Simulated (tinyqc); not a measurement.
Chemically amplified photoresist: aerial image, acid generation, bake, development and line width. Changing the mean dose E. Computed by tinyqc, a small Python program. Command: `OMP_NUM_THREADS=1 python tinyqc.py 3023210 3023211 out.jsonl resist sweep`. One thread of a shared host (Intel(R) Xeon(R) Processor @ 2.30GHz), about 0.05 s of CPU time with the checks.

Lines and spaces of pitch p with a two-beam-like image; x = 0 is the middle of the bright space. The resist is positive and treated as uniform in depth.

Inputs (values chosen for the exercise, for a model resist at 248 nm):

| quantity | value | unit |
|---|---|---|
| pitch p | 270 | nm |
| image contrast c | 0.65 | - |
| Dill parameter C | 0.033 | cm^2/mJ |
| quencher load q, relative to the acid generator | 0.11 | - |
| acid diffusivity D | 1.5 | nm^2/s |
| bake time t | 90 | s |
| amplification rate k_amp | 0.031 | 1/s |
| threshold protection m_th | 0.52 | - |
| development selectivity n | 5 | - |
| largest rate r_max | 930 | nm/s |
| smallest rate r_min | 0.021 | nm/s |
| resist thickness d | 320 | nm |
| development time t_d | 60 | s |
| photon energy | 5 | eV |
| absorption coefficient alpha | 1.1 | 1/um |

Method:
- Dose E(x) = E [1 + c cos(2 pi x/p)]; acid h = 1 - exp(-C E(x)).
- Bake: the acid image is blurred by a Gaussian of variance sigma^2 = 2 D t (each Fourier term k of h, taken on 64 points, is multiplied by exp(-4 pi^2 k^2 D t/p^2)).
- Cosine coefficients: h(x) = sum_k h_k cos(2 pi k x/p).
- The quencher then removes q, h_eff = max(h_blurred - q, 0); protection m = exp(-k_amp t h_eff).
- Mack rate r = r_max (a + 1)(1 - m)^n/(a + (1 - m)^n) + r_min, a = ((n + 1)/(n - 1))(1 - m_th)^n.
- Edge: vertical development clears the film where r t_d >= d; the space width is twice the x where r = d/t_d.
- Dose sensitivity = d ln(width)/d ln E from widths at 1.005 E and E/1.005; image log-slope at the edge = |d ln E/dx|, normalised by the width (NILS); latitude for 10 % of width = 10 %/sensitivity.
- The edge lies at x = width/2.
- Absorbed photons per volume N = E(edge) alpha/(photon energy), 1 mJ/cm^2 = 62.41509 eV/nm^2, alpha in 1/nm; a Gaussian blur averages over a volume V = (2 sqrt(pi) sigma)^3; relative noise 1/sqrt(N V); edge noise sigma_x = (dh/d ln E) noise/|dh/dx|, with both derivatives of the blurred acid at the edge.

One run for each value:

| mean dose E (mJ/cm^2) | space width (nm) | dose sensitivity | edge noise from photons (nm) | NILS |
|---|---|---|---|---|
| 4.49 | 79.06 | 3.0563 | 0.92673 | 0.6825 |
| 5.14 | 106.73 | 1.6642 | 0.68358 | 1.2628 |
| 5.79 | 126.11 | 1.1916 | 0.58020 | 1.7780 |
| 6.44 | 141.23 | 0.9557 | 0.52291 | 2.2358 |
| 7.09 | 153.72 | 0.8163 | 0.48785 | 2.6413 |
| 7.74 | 164.45 | 0.7261 | 0.46593 | 2.9974 |
| 8.40 | 174.05 | 0.6642 | 0.45282 | 3.3098 |
| 9.05 | 182.58 | 0.6223 | 0.44683 | 3.5689 |
| 9.70 | 190.44 | 0.5942 | 0.44678 | 3.7785 |
| 10.40 | 198.35 | 0.5760 | 0.45316 | 3.9451 |

Over the rows, space width (nm) rises from 79.1 to 198 (exponent d ln y / d ln x 2.2 between the first rows and 0.58 between the last); dose sensitivity falls from 3.06 to 0.576 (exponent d ln y / d ln x -4.5 between the first rows and -0.45 between the last); edge noise from photons (nm) goes from 0.927 through a minimum among these rows, 0.447 at 9.70, to 0.453. More dose moves the clearing threshold out along the image, so the space widens.

Caution (all rows): lateral development, standing waves and the joint diffusion of acid and quencher are left out, so widths are indicative. Caution (all rows): the noise counts photons alone (acid and quencher statistics add to it) and takes the film as thicker than the blur; a thinner film averages in two dimensions only.

Extremes, crossings and ranges named in words are read from the listed rows.
